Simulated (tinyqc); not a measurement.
# Pillar capacitor in an array: capacitance, non-linearity, leakage and relaxation, step by step

Computed by the program tinyqc: `OMP_NUM_THREADS=1 python tinyqc.py 2102109 2102110 out.jsonl`, one thread of a shared Intel Xeon 2.30GHz, about 0.01 s for the whole run. Printed values are rounded.

A film between two metal electrodes, each interface adding a series capacitance ci. The small-signal permittivity is ek (1 + aq E^2); the field is found with the linear permittivity. Leakage J = J0 sinh(E/Ef). After a voltage step the film passes a relaxation current kr C V tt^(-nr), tt being the time in seconds. The sidewall is a coaxial capacitor with radii a = dm/2 and b = dm/2 + t, depth AR dm; the end face is left out.

Values chosen for this exercise; permittivity of the order of that of silicon nitride: relative permittivity of the film ek = 6.72; film thickness t = 6.1 nm; capacitance of each electrode interface (dead layer and screening) ci = 1000 uF/cm^2; quadratic field coefficient of the permittivity aq = 0.0022 cm^2/MV^2; bias V = 0.9 V; leakage prefactor J0 = 4.2e-11 A/cm^2; field for an e-fold rise of the leakage Ef = 0.41 MV/cm; diameter of the pillar dm = 34 nm; aspect ratio, depth over diameter AR = 50; pitch of the square array pt = 77 nm; resistivity of the inner electrode rho = 1700 uohm cm.

Constants: eps0 = 8.8541878128e-14 F/cm where lengths are in cm. Results are converted to the units shown.

## Planar capacitance, field and non-linearity

Planar film: Cf = eps0 ek/t, 1/C = 1/Cf + 2/ci, EOT = 3.9 eps0/C, effective permittivity C t/eps0, E = (V/t) C/Cf; quadratic coefficient [C(V)/C - 1]/V^2 with Cf (1 + aq E^2) in C(V).

Cf = 0.975412 uF/cm^2
C = 0.973513 uF/cm^2
EOT = 3.54708 nm
effective permittivity = 6.70692
E = 1.47254 MV/cm
quadratic coefficient = 5877.87 ppm/V^2
J = 7.61520e-10 A/cm^2

The interfaces take 0.195 % of the voltage.

## Cell capacitance, fields and time constant

Per length 1/c = ln(b/a)/(2 pi eps0 ek) + (1/a + 1/b)/(2 pi ci); cell capacitance c AR dm; per footprint over pt^2; fields c V/(2 pi eps0 ek r) at r = a and b; resistance of the inner electrode rho AR dm/(pi a^2); time constant R C/3 of the distributed line.

a = 17 nm
b = 23.1 nm
cell capacitance = 2.06865 fF
capacitance per footprint = 34.8904 uF/cm^2
field at a = 1.72319 MV/cm
field at b = 1.26815 MV/cm
R = 31.8310 kohm
R C/3 = 21.9491 ps

The array gives 35.8 times the planar capacitance per footprint; curvature makes the field at the inner electrode 1.17 times the planar value.
